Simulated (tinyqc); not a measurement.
Single-oscillator infrared dielectric function of a polar cubic crystal: one step, computed by the program tinyqc. Command: `OMP_NUM_THREADS=1 python tinyqc.py 3007946 3007947 out.jsonl infrared walk`. One thread of a shared host (Intel(R) Xeon(R) Processor @ 2.30GHz), about 0.01 s of CPU time with the checks.

One ion pair, charges +Z* and -Z*, in a cell of volume Omega = a^3/4. Frequencies omega are given as wavenumbers (1/cm); eps_s is the static dielectric constant.

Problem. LO frequency and static constant from the Born charge. mu = M_A M_B/(M_A + M_B); ionic plasma term W^2 = 4 pi Z*^2 (e^2/(4 pi eps_0))/(Omega mu) in eV/(angstrom^2 u), turned into 1/cm by W = 15.6333042 x 33.35640952 x sqrt(W^2); omega_LO^2 = omega_TO^2 + W^2/eps_inf; eps_s = eps_inf + W^2/omega_TO^2; Szigeti charge 3 Z*/(eps_inf + 2); longitudinal (Callen) charge Z*/eps_inf.

Inputs (values chosen for the exercise, for a model crystal): lattice constant a = 6.37 angstrom; mass M_A = 98.3 u; mass M_B = 93.6 u; omega_TO = 229 1/cm; Born charge Z* = 1.37 e; eps_inf = 8.58.

Structure: rock salt. Free carriers: present.

Constants: nu for 1 eV/(angstrom^2 u) = 15.6333042 THz; 1 THz = 33.35640952 1/cm; e^2/(4 pi eps_0) = 14.39964548 eV angstrom.

Give: reduced mass mu; W; omega_LO; eps_s; Szigeti charge; Callen charge.

Solution.

reduced mass mu = 47.95 u

W = 172.7 1/cm

omega_LO = 236.5 1/cm

eps_s = 9.148

Szigeti charge = 0.3885 e

Callen charge = 0.1597 e

omega_LO/omega_TO = 1.033; the ions supply 6 % of eps_s.
